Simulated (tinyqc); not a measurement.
Elastic strain and critical thickness of a cubic alloy layer A(1-x)B(x) on a thick substrate: one step, computed by the program tinyqc.

Strain is positive in tension. The layer is coherent with the substrate unless said otherwise.

Problem. Symmetric X-ray reflection. Reflection 004: d = a_perp/sqrt(16), with a_perp = a (1 + e_perp) for the coherent layer, a for the relaxed layer and a_S for the substrate; sin(theta) = lambda/(2 d).

Inputs (values chosen for the exercise, modelled on In(1-x)Ga(x)P on GaAs): substrate lattice constant a_S = 5.653 angstrom; X-ray wavelength = 1.540593 angstrom.

Growth plane: (001).

free lattice constant a = 5.71434 angstrom

normal strain e_perp = 0.01083112

Give: Bragg angles; peak separation of the coherent layer.

Solution.

Bragg angles:
```
crystal         a_perp (angstrom)  theta (degrees)  from substrate (arcsec)
substrate                   5.653            33.03                        0
coherent layer              5.776            32.24                    -2848
relaxed layer               5.714            32.63                    -1436
```

peak separation of the coherent layer = -2848 arcsec
